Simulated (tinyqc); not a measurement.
MOSFET in the linear regime without short-channel effects, parameter extraction from computed curves: extraction methods against the temperature.

Inversion charge Q = Cox n Vt W0(exp((Vg - VT)/(n Vt))), W0 the Lambert function and n = nf; u = Q/Cox; mobility mu = mu0/(1 + th1 u + th2 u^2); channel resistance Rch = (L - dL)/(W mu Q); Id = Vd/(Rch + Rsd/W). Cox = eps0 eox/tox. Small Vd, no channel-length or drain effects.

From the continuous curve Id(Vg): tangent at peak gm (V_ext = Vg - Id/gm); constant current Id = 0.1 uA W/L; peak of d2Id/dVg2; Y = Id/sqrt(gm) drawn through Vg = VT + 0.6 and VT + 0.8 V, with intercept VT_Y and slope s. Mobilities gm,max L/(W Cox Vd) and s^2 L/(W Cox Vd) with the drawn L. Last column: share of Rsd/W in the total resistance at VT + 0.8 V.

Parameters, values chosen for the exercise; channel values of the order met in silicon transistors: relative permittivity of the gate insulator (close to silicon dioxide) eox = 3.9; insulator thickness tox = 8 nm; low-field mobility mu0 = 150 cm^2/(V s); first mobility attenuation factor th1 = 0.25 1/V; second mobility attenuation factor th2 = 0.24 1/V^2; threshold voltage VT = 0.35 V; body factor nf = 1.18; gate width W = 1 um; drawn gate length L = 0.52 um; drawn less effective length dL = 0.019 um; source plus drain resistance Rsd = 520 ohm um; drain voltage Vd = 0.02 V.

Constants: q = 1.602176634e-19 C, kB = 1.380649e-23 J/K, Vt = kB T/q, eps0 = 8.8541878128e-14 F/cm where lengths are in cm. Results are converted to the units shown.

Extraction methods against the temperature:
```
T (K),V_ext (V),constant current (V),second derivative (V),VT_Y (V),mobility from gm (cm^2/(V s)),mobility from Y (cm^2/(V s)),series share (%)
77,0.358,0.444,0.348,0.444,135,214,3.71
110,0.359,0.448,0.347,0.447,131,210,3.68
150,0.360,0.451,0.346,0.449,127,205,3.64
220,0.360,0.454,0.344,0.452,122,196,3.58
300,0.358,0.454,0.342,0.453,116,188,3.53
370,0.355,0.453,0.340,0.452,113,182,3.48
450,0.351,0.450,0.337,0.450,109,175,3.43
```

The model has VT = 0.35 V and mu0 = 150 cm^2/(V s). Over the table the extracted thresholds move by 8.9 mV (tangent), 10 mV (constant current), 12 mV (second derivative), 9.2 mV (Y function). The mobility from gm falls from 135 to 109 and that from Y falls from 214 to 175 cm^2/(V s).

tinyqc, about 0.01 s, one thread, Intel Xeon 2.30GHz (shared host): `OMP_NUM_THREADS=1 python tinyqc.py 2210118 2210119 out.jsonl`
